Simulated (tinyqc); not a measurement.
Strain-driven crossing of the Gamma and L valleys in a germanium-like crystal: sweeps and comparisons. A value that a table varies takes the place of the one given here.

Biaxial loads: e0 is the in-plane strain e_par and the normal is free. (001): e_perp = -2 (C12/C11) e_par; exx = eyy = e_par, ezz = e_perp, no shear. (111): e_perp = -(2 C11 + 4 C12 - 4 C44)/(C11 + 2 C12 + 4 C44) e_par; exx = eyy = ezz = (2 e_par + e_perp)/3 and exy = eyz = ezx = (e_perp - e_par)/3. (110): e_perp = -(C11 + 3 C12 - 2 C44)/(C11 + C12 + 2 C44) e_par; exx = eyy = (e_par + e_perp)/2, ezz = e_par, exy = (e_perp - e_par)/2, eyz = ezx = 0. Uniaxial loads: a stress along n, scaled so that n.e.n = e0, with exx = s11 sxx + s12 (syy + szz), exy = s44 sxy/2, s11 = (C11 + C12)/((C11 - C12)(C11 + 2 C12)), s12 = -C12/((C11 - C12)(C11 + 2 C12)), s44 = 1/C44.

Edges from the unstrained valence top: Gamma at Eg + ac tr(e); an L valley with unit axis u at EgL + aL tr(e) + XuL (u.e.u - tr(e)/3), u along [111], [1-1-1], [-11-1], [-1-11]; valence edges are the levels of the 6 x 6 matrix of X, Y, Z times spin with -Dso/3 + l exx + m (eyy + ezz) on the diagonal (cyclic), n exy off it, l = av + 2 b, m = av - b, n = sqrt(3) d. Spin-orbit term (Dso/3) L.sigma on X, Y, Z with (L_k)_ij = -i epsilon_kij: <X+|H|Y+> = -i Dso/3, <X+|H|Z-> = Dso/3, <Y+|H|Z-> = -i Dso/3, <Z+|H|X-> = -Dso/3, <Z+|H|Y-> = i Dso/3, <X-|H|Y-> = i Dso/3, and their conjugates; + and - are the spin along z.

Constants: kB = 8.617333262e-05 eV/K.

Values chosen for the exercise (near those of Ge, gaps at low temperature; the results hold for these values, not for the real material):
- Eg = 0.914 eV (gap at Gamma to the s-like level)
- EgL = 0.736 eV (gap to L)
- Dso = 0.284 eV (spin-orbit splitting)
- ac = -8.13 eV (conduction deformation potential)
- av = 1.22 eV (valence hydrostatic potential)
- b = -2.5 eV (tetragonal shear potential)
- d = -5.21 eV (trigonal shear potential)
- aL = -1.69 eV (hydrostatic potential of the L edge, Xd + Xu/3)
- XuL = 15.82 eV (uniaxial potential, L)
- C11 = 127.2 GPa
- C12 = 49 GPa
- C44 = 67.6 GPa
- load = biaxial (001) (kind of strain)
- mG = 0.0407 m0 (mass at Gamma)
- mL = 0.56 m0 (density-of-states mass of the four L valleys together)
- T = 300 K (temperature)
- e0 = 0.0134 (size of the strain)

## Which strain makes the gap direct

For tension the difference Gamma minus lowest L is linear in e0; slope per 1 % and the e0 at which it vanishes (a dash: no crossing below 15 %), with the gap there.

Results:
```
load,slope (meV per 1 %),crossing e0 (%),gap at the crossing (eV)
biaxial (001),-79.2,2.25,0.510
biaxial (110),-23.8,7.48,-0.720
biaxial (111),38.4,-,-
uniaxial [100],-28.6,6.23,0.457
uniaxial [111],-4.0,-,-
uniaxial [110],14.2,-,-
```

The smallest strain is needed for biaxial (001) (2.25 %), then uniaxial [100] (6.23 %). No crossing below 15 % is found for biaxial (111), uniaxial [111] and uniaxial [110]: shear splits the L valleys and pulls the lowest down nearly as fast as, or faster than, Gamma. Loads without off-diagonal strain, (001) and [100], gain (ac - aL) tr(e) = -64 meV per 1 % of volume. Crossings beyond about 3 % are sensitive to second-order terms, left out here. For uniaxial [111] the slope is a near cancellation, so terms beyond this linear model decide. A gap at or below zero marks a crossing beyond the range of this linear model.

## Sweep of a biaxial (001) strain

The valence splitting is the distance of the top two edges. Share in Gamma = mG^(3/2)/(mG^(3/2) + (mL^(3/2)/4) sum_i exp(-(E_Li - E_Gamma)/kT)).

Results:
```
e0 (%),direct gap (eV),indirect gap (eV),Gamma - L (meV),valence splitting (meV),share in Gamma (%)
0.00,0.914,0.736,178,0,0.00200
0.34,0.858,0.707,151,32,0.00568
0.69,0.798,0.675,123,67,0.0166
1.03,0.738,0.641,96,103,0.0470
1.37,0.676,0.606,70,141,0.133
1.71,0.612,0.570,43,181,0.376
2.06,0.546,0.531,15,222,1.09
2.40,0.481,0.493,-12,264,3.03
```

Gamma drops below the lowest L valley between e0 = 2.06 and 2.40 %. The direct gap goes from 0.914 to 0.481 eV; of that change -0.157 eV comes from the rise of the valence top through the shear terms and the rest from the volume. The share in Gamma goes from 0.00200 to 3.03 %.

## What each parameter does

Direct gap, Gamma minus the lowest L edge and the valence splitting. Each row changes one parameter from the base and keeps the others.

Results:
```
case,direct gap (eV),Gamma - L (meV),valence splitting (meV)
base,0.6812,71.9,138.0
XuL = 18.193 eV,0.6812,71.9,138.0
aL = -1.4365 eV,0.6812,67.7,138.0
e0 = 0.01541,0.6439,56.0,161.1
ac = -9.3495 eV,0.6611,51.8,138.0
av = 1.037 eV,0.6843,71.9,138.0
b = -2.875 eV,0.6671,71.9,161.1
Dso = 0.3266 eV,0.6832,71.9,136.1
```

The largest shifts from the base row, up to three for each result and ties (the steps differ in size, so this ranks the rows, not the parameters). direct gap (eV): e0 -0.0373, ac -0.0201, b -0.0142; unchanged at the printed digits by XuL and aL. Gamma - L (meV): ac -20.1, e0 -15.9, aL -4.2; unchanged at the printed digits by XuL, av, b and Dso. valence splitting (meV): b +23.1, e0 +23.1, Dso -2.0; unchanged at the printed digits by XuL, aL, ac and av.

Run: tinyqc, `OMP_NUM_THREADS=1 python tinyqc.py 1050807 1050808 out.jsonl`; Intel(R) Xeon(R) Processor @ 2.30GHz, one thread, shared host; about 0.01 s of CPU time with all checks.
